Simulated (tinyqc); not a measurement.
# Undoped gate-all-around wire MOSFET, analytic charge model, step by step

Numbers from tinyqc (`OMP_NUM_THREADS=1 python tinyqc.py 2460090 2460091 out.jsonl`; about 0.02 s on one thread of a shared Intel Xeon 2.30GHz). Printed values are rounded.

An undoped round wire of radius R under an insulator shell and a surrounding gate; long channel, electrons only, n = ni exp((psi - V)/Vt) with V the quasi-Fermi potential (0 at the source, Vd at the drain), constant mobility, no quantisation. The radial Poisson equation gives n(r) = n(0)/(1 - (1 - b) r^2/R^2)^2 with b = Q0/(Q + Q0). Q is the electron charge per area of the wire surface.

Inputs (values chosen for the exercise); material values close to those of In0.53Ga0.47As:
```
symbol    value        unit                                             meaning
T           300           K                                         temperature
Eg        0.731          eV                                            band gap
eps_r      13.9                      relative permittivity of the semiconductor
Nc      2.11e17       cm^-3              conduction-band density of states at T
Nv      7.75e18       cm^-3                 valence-band density of states at T
eox        3.83                     relative permittivity of the gate insulator
tox         1.4          nm                                 insulator thickness
R             3          nm                                         wire radius
dphi      -0.02           V  gate work function less that of the intrinsic body
mu          110  cm^2/(V s)                                    channel mobility
L           0.1          um                                         gate length
Vg         0.29           V                                        gate voltage
Vd          0.1           V                                       drain voltage
```

Constants: q = 1.602176634e-19 C, kB = 1.380649e-23 J/K, Vt = kB T/q, eps0 = 8.8541878128e-14 F/cm where lengths are in cm. Results are converted to the units shown.

Range of the model: In a wire this thin, quantum confinement raises the threshold; it is left out. The surface density at the source passes 0.3 Nc, where Boltzmann statistics fail.

## Constants of the wire

ni = sqrt(Nc Nv) exp(-Eg/(2 Vt)), Eg in volts; Cox = eps0 eox/(R ln(1 + tox/R)); Q0 = 4 eps0 eps_r Vt/R; V0 = dphi + Vt ln[8 eps0 eps_r Vt/(q ni R^2)].

ni = 9.261095e11 cm^-3
Cox = 2.951456 uF/cm^2
Q0 = 424.2251 nC/cm^2
V0 = 0.4133603 V

## Iteration 1: charge at the source by Newton steps in y = ln(Q/Q0)

y at the start = 3

With V = 0 and Q = Q0 exp(y): f = Q/Cox + Vt y + Vt ln(1 + Q/Q0) - (Vg - V0); df/dy = Q/Cox + Vt (1 + Q/(Q + Q0)); y(new) = y - f/(df/dy).

Q = 8520.790 nC/cm^2
f = 3.166707 V
df/dy = 2.937457 V
y after iteration 1 = 1.921956

## Iteration 2: charge at the source by Newton steps in y = ln(Q/Q0)

As before.

Q = 2899.288 nC/cm^2
f = 1.208588 V
df/dy = 1.030729 V
y after iteration 2 = 0.7493994

## Course of the iteration: charge at the source by Newton steps in y = ln(Q/Q0)

Stop when y changes by less than 1e-11, or after 60 iterations.

Course of the iteration:
```
iteration           y  |change|
1            1.921956      1.08
2           0.7493994      1.17
3          -0.6209701      1.37
4           -2.365941      1.74
5           -4.242838      1.88
6           -4.812372     0.570
7           -4.824436    0.0121
8           -4.824440   3.66e-6
9           -4.824440  3.35e-13
```

Converged in 9 iterations. At the end the number of correct digits about doubles with each step.

## Drain current and line charge

Qs = 3.406974 nC/cm^2
Qd = 0.07495582 nC/cm^2

Q solves Vg - V0 - V = Q/Cox + Vt ln(Q/Q0) + Vt ln(1 + Q/Q0). I = mu (2 pi R/L)[2 Vt (Qs - Qd) + (Qs^2 - Qd^2)/(2 Cox) + Vt Q0 ln((Qd + Q0)/(Qs + Q0))], with Qs at V = 0 and Qd at V = Vd. Electrons per length at the source: 2 pi R Qs/q; surface over centre density: (1 + Qs/Q0)^2.

first term = 0.003572114 uA
second term = 4.075257e-5 uA
third term = -0.001778766 uA
I = 0.001834100 uA
electrons per length = 0.004008294 1/nm
surface over centre density = 1.016127

The square-law term makes up 2.22 % of the current. Below threshold the third term cancels half of the first, leaving the diffusion current Vt (Qs - Qd).
